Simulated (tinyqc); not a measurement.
From results back to parameters: Kronig-Penney superlattice by transfer matrices. Two cases, with inputs chosen for the exercise.

Problem. The bottom of the first miniband was computed from a hidden barrier width b.

Wells (width a, potential 0, mass mw) alternate with barriers (width b, height V0, mass mb); period d = a + b; c = hbar^2/2m0. The vector (psi, psi'/m) is continuous, and a layer of thickness t carries it by M = [[cos kt, (m/k) sin kt], [-(k/m) sin kt, cos kt]] with k = sqrt(m (E - V)/c); for E < V, k = i kappa gives [[cosh, (m/kappa) sinh], [(kappa/m) sinh, cosh]] of kappa t. A Bloch state obeys cos(q d) = tr(Mb Mw)/2.

Constants: hbar^2/2m0 = 3.80998211 eV angstrom^2.

Case 1.

Values chosen (near those of a GaAs superlattice with barriers of AlGaAs; not measured data):
- a = 94 angstrom (well width)
- V0 = 0.3 eV (barrier height)
- mw = 0.0689 m0 (mass in the wells)
- mb = 0.0977 m0 (mass in the barriers)

bottom of band 1 = 0.0298204 eV

Case 2.

Values chosen (near those of an InGaAs superlattice with barriers of InAlAs; not measured data):
- a = 104 angstrom (well width)
- V0 = 0.528 eV (barrier height)
- mw = 0.0415 m0 (mass in the wells)
- mb = 0.0739 m0 (mass in the barriers)

bottom of band 1 = 0.0453482 eV

Find: k; kappa; tanh(kappa b/2); b.

Solution. At q = 0 the lowest state is even about the centres of well and barrier: cos(kz) joins cosh, so (k/mw) tan(k a/2) = (kappa/mb) tanh(kappa b/2), which gives b.

Case 1.

k = 0.02322 1/angstrom
kappa = 0.08324 1/angstrom
tanh(kappa b/2) = 0.7611
b = 24.0 angstrom

Case 2.

k = 0.02223 1/angstrom
kappa = 0.09676 1/angstrom
tanh(kappa b/2) = 0.9281
b = 34.0 angstrom

Computed by tinyqc, one run a case: `OMP_NUM_THREADS=1 python tinyqc.py N N+1 out.jsonl` with N = 1281291, 1281334; one thread of a shared Intel(R) Xeon(R) Processor @ 2.30GHz, about 0.05 s a run at most.
